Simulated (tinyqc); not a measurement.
# From one set of inputs to another, one input at a time

Model: thermal, flicker and telegraph noise of a field-effect transistor. Computed by tinyqc, a small Python program. Command: `OMP_NUM_THREADS=1 python tinyqc.py 3026132 3026133 out.jsonl noise ladder`. One thread of a shared host (Intel(R) Xeon(R) Processor @ 2.30GHz), about 0.01 s of CPU time with the checks.

Strong inversion, threshold roll-off and channel-length modulation left out; noise sources are uncorrelated and are given as one-sided spectral densities.

The inputs printed are set A. Set A is modelled on a high-k silicon transistor; the values taken over come from a set modelled on a silicon n-channel. Inputs not listed in the table keep their values of set A, so the rows need not describe a real material.

Inputs (values chosen for the exercise, modelled on a high-k silicon transistor):
```
quantity                        value         unit
width W                           3.3   micrometre
length L                           43           nm
electrical oxide thickness t      1.5           nm
mobility mu                       200   cm^2/(V s)
saturation velocity v_s          0.79     1e7 cm/s
overdrive V_ov                   0.25            V
thermal noise factor gamma       0.87            -
oxide trap density N_t        1.1e+18  1/(eV cm^3)
oxide barrier phi                 3.1           eV
oxide mass m_ox                  0.34          m_0
frequency f                      1000           Hz
temperature T                     200            K
```

Operating region: saturation. Flicker model: number fluctuation.

Constants: eps_0 = 8.8541878128e-12 F/m; hbar = 1.054571817e-34 J s; m_0 = 9.1093837015e-31 kg; e = 1.602176634e-19 C; k_B = 8.617333262e-05 eV/K; k_B = 1.380649e-23 J/K.

Method:
- C_ox = 3.9 eps_0/t; V_c = 2 v_s L/mu; I = W C_ox v_s V_ov^2/(V_ov + V_c); g_m = W C_ox v_s V_ov (V_ov + 2 V_c)/(V_ov + V_c)^2; g_d0 = mu C_ox (W/L) V_ov.
- Tunnelling length lambda = hbar/(2 sqrt(2 m_ox phi)); flat-band noise S_Vfb = e^2 k_B T lambda N_t/(W L C_ox^2 f). S_I = g_m^2 S_Vfb.
- Thermal: S_I = 4 k_B T gamma g_d0; input-referred S_V = S_I/g_m^2; corner f_c where flicker equals thermal.
- Total input noise from 1 Hz to f_c: sqrt(S_V,thermal [f_c ln(f_c/1 Hz) + f_c - 1 Hz]).

Each row keeps all changes above it; columns: (1) input moved; (2) from; (3) to; (4) corner frequency f_c (Hz); (5) input-referred thermal noise (nV/sqrt(Hz)); (6) input noise up to f_c (microvolt):
```
(1)                                       (2)      (3)         (4)     (5)     (6)
set A                                       -        -  1.1654e+08  2.2976  109.73
temperature T (K)                         200      300  1.1654e+08  2.8140  134.39
width W (micrometre)                      3.3       26  1.1654e+08  1.0025   47.88
oxide trap density N_t (1/(eV cm^3))  1.1e+18  1.6e+16  1.6951e+06  1.0025    5.11
oxide barrier phi (eV)                    3.1      2.3  1.9679e+06  1.0025    5.54
overdrive V_ov (V)                       0.25     0.31  1.8769e+06  1.0265    5.53
mobility mu (cm^2/(V s))                  200      320  1.5482e+06  1.1302    5.49
electrical oxide thickness t (nm)         1.5      2.9  2.9932e+06  1.5715   10.85
```

Which inputs carry the difference?

Corner frequency f_c goes from 1.17e8 to 2.99e6, a factor 0.0257 in all. The largest single move comes from oxide trap density N_t (a factor 0.0145), and electrical oxide thickness t works against it (a factor 1.93). Input-referred thermal noise goes from 2.30 to 1.57, a factor 0.684 in all. The largest single move comes from width W (a factor 0.356), and electrical oxide thickness t works against it (a factor 1.39). Input noise up to f_c goes from 110 to 10.8, a factor 0.0988 in all. The largest single move comes from oxide trap density N_t (a factor 0.107), and electrical oxide thickness t works against it (a factor 1.97). The single moves hold for this order of the switches; the total does not depend on the order.

Caution (rows set A, temperature T, oxide trap density N_t, oxide barrier phi, overdrive V_ov, mobility mu, electrical oxide thickness t): fewer than one trap per decade of time constant is active, so one device shows telegraph steps and the 1/f law is only a mean over many devices.

Extremes, crossings and ranges named in words are read from the listed rows.
